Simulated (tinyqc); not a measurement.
Length of a molecular wire: coherent transport through a tight-binding bridge. Computed by the program tinyqc. T = Gamma_L Gamma_R |G_1n|^2 with the self-energies of semi-infinite chains.

A uniform bridge between two chains:
```
parameter                        value
site energy (eV)              2.180000
hopping in the bridge (eV)    1.340000
lead hopping (eV)             2.820000
couplings (eV)              0.38, 1.13
E (eV)                        0.170000
```

Transmission against length:
```
sites           T     ln T
2      2.7279e-02  -3.6016
3      1.4385e-01  -1.9390
4      1.0133e-01  -2.2894
5      2.4811e-02  -3.6965
6      2.2224e-02  -3.8066
7      6.3559e-02  -2.7558
9      3.3348e-02  -3.4008
10     2.0593e-02  -3.8828
```

Estimate the missing row, sites = 8.

Computed row:
```
sites           T     ln T
8      2.6840e-01  -1.3153
```

E lies inside the band of the bridge (|E - e|/2h = 0.750 < 1): T does not decay but oscillates with length, between 0.021 and 0.268 here, as levels of the bridge pass E.
